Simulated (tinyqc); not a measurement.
Model parameters from four stresses.

Inverse problem. The threshold shift of a transistor under bias-temperature stress follows dV = A (V/V0)^g exp[-(Ea q/kB)(1/T - 1/T0)] (t/1 s)^n. Find n, A, g and Ea.

Values chosen for this exercise:
- V0 = 1.4 V (reference stress voltage)
- T0 = 373 K (reference temperature)

Constants: q = 1.602176634e-19 C, kB = 1.380649e-23 J/K. Results are converted to the units shown.

dV at (V0, T0, 10 s), (V0, T0, 1000 s), (1.1 V, T0, 1000 s) and (V0, 398 K, 1000 s) (mV): 44.915682  107.74522  21.412686  144.44568

Solution. Each pair differs in one condition, and the logarithm of its ratio gives one exponent.

n = 0.190
A = 29.0 mV
g = 6.70
Ea = 0.150 eV

Numbers from tinyqc (`OMP_NUM_THREADS=1 python tinyqc.py 2070065 2070066 out.jsonl`; about 0.01 s on one thread of a shared Intel Xeon 2.30GHz).
